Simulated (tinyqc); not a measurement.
Inside a calculation: optical gain and spontaneous emission in a bulk direct-gap semiconductor. Values are carried at full precision from step to step, so a last printed digit may differ when a step is redone from the rounded ones.

F_j(eta) = (1/Gamma(j + 1)) integral_0^infinity x^j dx/(1 + exp(x - eta)), which tends to exp(eta) for eta << 0.

Quasi-Fermi levels: n = Nc F_1/2(Fc/kT) and p = Nv F_1/2(Fv/kT), Fc counted up from the conduction edge and Fv down from the valence edge; Nc, Nv from N = 2 (m kB T/(4 pi c))^(3/2) with c = hbar^2/2m0, in 1/angstrom^3; times 1e24 for 1/cm^3, with me and (mhh^(3/2) + mlh^(3/2))^(2/3).

Constants: hbar^2/2m0 = 3.80998211 eV angstrom^2; kB = 8.617333262e-05 eV/K; fine-structure constant alpha = 0.007297352564; hbar = 6.58211957e-16 eV s; hbar c = 1973.269805 eV angstrom.

Inputs chosen for the exercise (near those of GaAs; shifted at random, so the results belong to these values and not to a real crystal): me = 0.0689 m0 (electron mass); mhh = 0.49 m0 (heavy-hole mass); mlh = 0.084 m0 (light-hole mass); n = 2.4e+18 1/cm^3 (injected density, n = p); T = 300 K; Eg = 1.406 eV (direct gap); Ep = 25.6 eV (Kane energy); nr = 3.62 (refractive index); E = 1.494 eV (photon energy).

## Quasi-Fermi levels

Solve for Fc and Fv.

kT = 0.025852 eV
Nc = 4.538e+17 1/cm^3
Nv = 9.218e+18 1/cm^3
Fc = 0.0883 eV
Fv = -0.0324 eV
Fc + Fv = 0.0559 eV

The separation of the quasi-Fermi levels exceeds the gap, so photons between Eg and Eg + (Fc + Fv) see gain. The quasi-Fermi level of the electrons lies inside the band, that of the holes in the gap.

## Absorption of the empty crystal

Parabolic bands, vertical transitions, no excitons. For each hole band j: mr = me mj/(me + mj); joint density of states J_j(E) = (mr/c)^(3/2) sqrt(E - Eg)/(2 pi^2), both spins, c = hbar^2/2m0; averaged matrix element |e.p|^2 = m0 Ep/6; alpha_j(E) = 4 pi^2 alpha_f c Ep J_j/(3 nr E) in 1/angstrom (alpha_f the fine-structure constant, listed as alpha among the constants), times 1e8 for 1/cm.

Evaluate at E for heavy and light holes.

mr, J and alpha of each hole band:
```
hole   mr (m0)  J (1/(eV angstrom^3))  alpha (1/cm)
heavy  0.06041              3.000e-05        5195.8
light  0.03785              1.488e-05        2577.3
```

The heavy-hole band gives 67 % of the total, 7773 1/cm.

## Occupations and gain at E

For band j the electron sits at Ee = (E - Eg) mr/me above its edge and the hole at Eh = (E - Eg) mr/mj; fe = 1/(1 + exp((Ee - Fc)/kT)), fh = 1/(1 + exp((Eh - Fv)/kT)); gain g = sum_j alpha_j (fe + fh - 1).

Use mr and alpha from the table.

Energies, occupations and gain of each hole band:
```
hole   Ee (eV)  Eh (eV)     fe     fh  g (1/cm)
heavy   0.0772   0.0108  0.606  0.158     -1226
light   0.0483   0.0397  0.824  0.058      -303
```

total gain = -1529 1/cm

E - Eg = 0.0880 eV is above Fc + Fv = 0.0559 eV, so both bands give loss (Bernard-Duraffourg).

## Spontaneous emission

Spontaneous rate: R = integral of (nr E/(hbar c))^2/(pi^2 hbar) sum_j alpha_j fe fh dE, with alpha in 1/cm and (nr E/(hbar c))^2 in 1/cm^2 (1e16 per 1/angstrom^2); B = R/(n p); lifetime n/R.

Integrate over photon energy.

R = 1.02e+27 1/(cm^3 s)
B = 1.77e-10 cm^3/s
radiative lifetime = 2.35 ns

## Checks

- B at n = 1e13 1/cm^3 against the van Roosbroeck-Shockley value from alpha and ni^2 (cm^3/s): both 2.58e-10.

Run: tinyqc, `OMP_NUM_THREADS=1 python tinyqc.py 1652602 1652603 out.jsonl`; Intel(R) Xeon(R) Processor @ 2.30GHz, one thread, shared host; about 0.08 s of CPU time with all checks.
